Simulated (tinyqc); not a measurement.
Comparisons within one model: propagation of a band-gap error through k.p and effective-mass formulas. A value that a table varies takes the place of the one given here.

Chain, for a gap E (the reference Eg or another value), with Ep and Dso kept: 1/me = 1 + Ep (E + 2 Dso/3)/(E (E + Dso)); g* = 2 - 2 Ep Dso/(3 E (E + Dso)); g1(E) = g1 + (Ep/3)(1/E - 1/Eg), g2(E) = g2 + (Ep/6)(1/E - 1/Eg), light hole 1/(g1 + 2 g2), heavy hole 1/(g1 - 2 g2) along [100]; optical constant ei(E) = 1 + (ei - 1)(EP/(EP + E - Eg))^2, static e0(E) = ei(E) + e0 - ei.

Donor: R = Ry me/e0^2, a_B = a0 e0/me, Mott density (0.26/a_B)^3. Nc, Nv = 2 (m kT/(4 pi c))^(3/2), c = hbar^2/2m0, ni = sqrt(Nc Nv) exp(-E/2kT). Exciton: Ry mu/e0^2 with 1/mu = 1/me + g1(E). 1 angstrom^-3 = 1e24 cm^-3.

Constants: Ry = 13.60569312 eV; a0 (Bohr radius) = 0.5291772105 angstrom; kB = 8.617333262e-05 eV/K; hbar^2/2m0 = 3.80998211 eV angstrom^2.

Values chosen for the exercise (reference values near those of GaAs, gap at low temperature; not measured data):
- Eg = 1.541 eV (gap at Gamma to the s-like level)
- Dso = 0.337 eV (spin-orbit splitting)
- Ep = 25.3 eV (Kane energy)
- g1 = 6.96 (Luttinger gamma1)
- g2 = 2.07 (gamma2)
- e0 = 13.01 (static dielectric constant)
- ei = 10.85 (optical dielectric constant)
- EP = 5.08 eV (mean (Penn) gap)
- mh = 0.5 m0 (density-of-states mass of the holes)
- T = 77 K (temperature)
- Eg2 = 0.462 eV (a wrong gap, of the size a semi-local functional can give)

## The size of the error

E = f Eg; ratios against f = 1.

Results:

| f | E (eV) | me ratio | light-hole ratio | e0 ratio | donor ratio | Mott ratio | g* | log10 ni ratio |
|---|---|---|---|---|---|---|---|---|
| 0.25 | 0.385 | 0.291 | 0.253 | 1.512 | 0.127 | 0.00714 | -18.428 | 37.42 |
| 0.40 | 0.616 | 0.442 | 0.403 | 1.374 | 0.234 | 0.0332 | -7.672 | 29.99 |
| 0.60 | 0.925 | 0.634 | 0.603 | 1.224 | 0.423 | 0.139 | -2.873 | 20.02 |
| 0.80 | 1.233 | 0.820 | 0.802 | 1.101 | 0.676 | 0.413 | -0.937 | 10.02 |
| 1.00 | 1.541 | 1.000 | 1.000 | 1.000 | 1.000 | 1.00 | 0.036 | 0.00 |
| 1.20 | 1.849 | 1.176 | 1.197 | 0.916 | 1.402 | 2.12 | 0.594 | -10.03 |
| 1.50 | 2.312 | 1.432 | 1.490 | 0.814 | 2.162 | 5.45 | 1.072 | -25.10 |
| 2.00 | 3.082 | 1.839 | 1.973 | 0.689 | 3.878 | 19.0 | 1.461 | -50.23 |

Between f = 0.8 and 1.2 the mean powers d ln(ratio)/d ln f are 0.89 for me, 0.99 for the light hole, -0.45 for e0, 1.80 for the donor energy and 4.03 for the Mott density; ni moves by -3.25 decades per 0.1 eV, against -0.1 eV/(2 kT ln 10) = -3.27 from the exponential alone, the rest coming from Nc through me^(3/4). g* changes sign between f = 0.80 and 1.00; the place of this zero hangs on remote bands, which are left out.

## What each input does

All at E = Eg2. Each row changes one parameter from the base and keeps the others.

Results:

| case | me (m0) | light hole (m0) | e0 | donor (meV) | exciton (meV) | log10 ni |
|---|---|---|---|---|---|---|
| base | 0.0208 | 0.0273 | 19.04 | 0.781 | 0.554 | 1.907 |
| Eg2 = 0.425 eV | 0.0193 | 0.0251 | 19.34 | 0.703 | 0.498 | 3.094 |
| Dso = 0.364 eV | 0.0210 | 0.0273 | 19.04 | 0.787 | 0.556 | 1.910 |
| Ep = 27.324 eV | 0.0193 | 0.0258 | 19.04 | 0.724 | 0.517 | 1.883 |
| g1 = 6.403 | 0.0208 | 0.0277 | 19.04 | 0.781 | 0.558 | 1.907 |
| EP = 5.486 eV | 0.0208 | 0.0273 | 18.42 | 0.834 | 0.591 | 1.907 |
| ei = 11.718 | 0.0208 | 0.0273 | 19.57 | 0.739 | 0.524 | 1.907 |
| mh = 0.54 m0 | 0.0208 | 0.0273 | 19.04 | 0.781 | 0.554 | 1.932 |
| T = 83.16 K | 0.0208 | 0.0273 | 19.04 | 0.781 | 0.554 | 3.077 |

The largest shifts from the base row, up to three for each result and ties (the steps differ in size, so this ranks the rows, not the parameters). me (m0): Ep -0.0015, Eg2 -0.0015, Dso +0.0002; unchanged at the printed digits by g1, EP, ei, mh and T. light hole (m0): Eg2 -0.0022, Ep -0.0014, g1 +0.0004; unchanged at the printed digits by Dso, EP, ei, mh and T. e0: EP -0.62, ei +0.53, Eg2 +0.30; unchanged at the printed digits by Dso, Ep, g1, mh and T. donor (meV): Eg2 -0.078, Ep -0.057, EP +0.053; unchanged at the printed digits by g1, mh and T. exciton (meV): Eg2 -0.056, EP +0.038, Ep -0.037; unchanged at the printed digits by mh and T. log10 ni: Eg2 +1.187, T +1.170, mh +0.025, Ep -0.025; unchanged at the printed digits by g1, EP and ei.

Program tinyqc; command `OMP_NUM_THREADS=1 python tinyqc.py 1880818 1880819 out.jsonl`; about 0.01 s on one thread of a shared Intel(R) Xeon(R) Processor @ 2.30GHz.
